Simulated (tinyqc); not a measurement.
Worked calculation: X-ray photoelectron analysis of a thin oxide on a semiconductor: attenuation lengths, thickness, angle series and band offsets. Computed by tinyqc, a small Python program that keeps every step. Command: `OMP_NUM_THREADS=1 python tinyqc.py 3110924 3110925 out.jsonl xps walk`. One thread of a shared host (Intel(R) Xeon(R) Processor @ 2.30GHz), about 0.01 s of CPU time with the checks. Intermediate numbers are printed to about 6 digits and carried at full precision; extremes and crossings named in words are read from the listed rows.

The same element is seen in the oxide and in the substrate, at nearly the same kinetic energy; films are flat and uniform, and the work function is ignored.

Inputs (values chosen for the exercise, modelled on SiO2 on silicon):

| quantity | value | unit |
|---|---|---|
| photon energy | 1486.6 | eV |
| binding energy of the core level | 99.4 | eV |
| oxide density | 2.23 | g/cm^3 |
| oxide formula mass | 60.08 | g/mol |
| valence electrons per oxide formula | 16 | - |
| oxide gap | 8.89 | eV |
| substrate density | 2.33 | g/cm^3 |
| substrate formula mass | 28.09 | g/mol |
| valence electrons per substrate formula | 4 | - |
| substrate gap | 1.12 | eV |
| oxide thickness d | 2.2 | nm |
| emission angle from the normal | 60 | degrees |
| attenuation length over inelastic mean free path | 0.86 | - |
| carbon overlayer | 0.98 | nm |
| counts in the two peaks together | 300000 | - |
| valence band offset used to make the data | 4.38 | eV |
| core level less valence band top, substrate | 99 | eV |
| core level less valence band top, thick oxide | 98.34 | eV |
| field in the oxide | 0.59 | MV/cm |

## Inelastic mean free paths

TPP-2M: lambda = E/(E_p^2 [b ln(c E) - C/E + D/E^2]) in angstrom, E_p = 28.8 sqrt(N_v rho/M), b = -0.10 + 0.944/sqrt(E_p^2 + E_g^2) + 0.069 rho^0.1, c = 0.191/sqrt(rho), U = N_v rho/M, C = 1.97 - 0.91 U, D = 53.4 - 20.8 U, with E = photon energy less binding energy in eV. Attenuation length L = factor x lambda.

kinetic energy E = 1387.2 eV

Terms:

| layer | E_p (eV) | b | c | lambda (nm) |
|---|---|---|---|---|
| oxide | 22.1942 | 0.0142457 | 0.127903 | 3.87035 |
| substrate | 16.5892 | 0.0318658 | 0.125128 | 3.08976 |

L in the oxide = 3.32850 nm

L in the substrate = 2.65719 nm

## Peak ratio

R_0 = (rho_o/M_o) L_o/((rho_s/M_s) L_s); peak ratio R = I_ox/I_sub = R_0 [exp(d/(L_o cos theta)) - 1]; hence d = L_o cos theta ln(1 + R/R_0). A carbon layer weakens both peaks alike, by exp(-d_C/(L_o cos theta)) if its L is taken equal to L_o. This R_0 leaves out intrinsic losses from the substrate peak, so calibrated values can be larger.

R_0 = 0.560526

d/(L_o cos theta) = 1.32192

ratio R = 1.54179

oxide share of the counts = 0.606576

attenuation by carbon = 0.554963

depth 3 L_o cos theta = 4.99275 nm

Caution: beyond about 60 degrees elastic scattering and roughness make a single attenuation length unreliable.

## Error budget of the thickness

With x = d/(L_o cos theta): d ln d/d ln R = (1 - exp(-x))/x = -d ln d/d ln R_0; counting error of R = 1/sqrt(N f (1 - f)), f the oxide share, which times the sensitivity gives that of d; an angle error adds tan(theta) d theta; d is proportional to L_o at fixed R_0. Assumed errors: 5 % in R_0, 1 degree, 5 % in L_o.

sensitivity to R = 0.554782

counting error of d = 0.207343 %

R_0 = 2.77391 %

angle = 3.02300 %

L_o = 5 %

The attenuation length is the largest of these terms.

## Angle series: uniform film or islands?

Islands: half of the surface carries 2 d and half none, R = R_0 (1/2)(1 - t)/(1/2 + t/2) with t = exp(-2 d/(L_o cos theta)); the apparent thickness is read with the uniform formula.

Against the angle:

| theta (degrees) | R, uniform | R, islands | apparent d, islands (nm) |
|---|---|---|---|
| 0 | 0.52502 | 0.324545 | 1.52043 |
| 20 | 0.57205 | 0.339963 | 1.48276 |
| 35 | 0.69556 | 0.374357 | 1.39475 |
| 45 | 0.86688 | 0.410751 | 1.29386 |
| 55 | 1.21388 | 0.458807 | 1.14172 |
| 65 | 2.11751 | 0.513475 | 0.91473 |
| 75 | 6.64515 | 0.553783 | 0.59193 |

A uniform film gives d = 2.2 nm at every angle. The island film of the same volume reads 1.52 nm at normal emission and 0.592 nm at 75 degrees; its ratio cannot pass R_0, since the bare half always shows the substrate.

## Band offsets by core levels

Valence band offset = (E_core - E_v)(substrate) - (E_core - E_v)(oxide) + (core level separation at the interface, oxide less substrate). The separation is made here from the given offset; a uniform field F that raises the binding energy towards the surface shifts the oxide peak by e F <z>, <z> = d/(1 - exp(-x)) - d/x, x = d/(L_o cos theta), being the mean distance from the interface. Conduction band offset = oxide gap - substrate gap - valence band offset.

separation without field = 3.72 eV

<z> = 1.33557 nm

separation with field = 3.79880 eV

apparent valence band offset = 4.45880 eV

true conduction band offset = 3.39 eV

apparent conduction band offset = 3.31120 eV

The field biases both offsets by 0.079 eV, in opposite directions.

Checks made by the program: thickness recovered (relative difference below 1e-10).
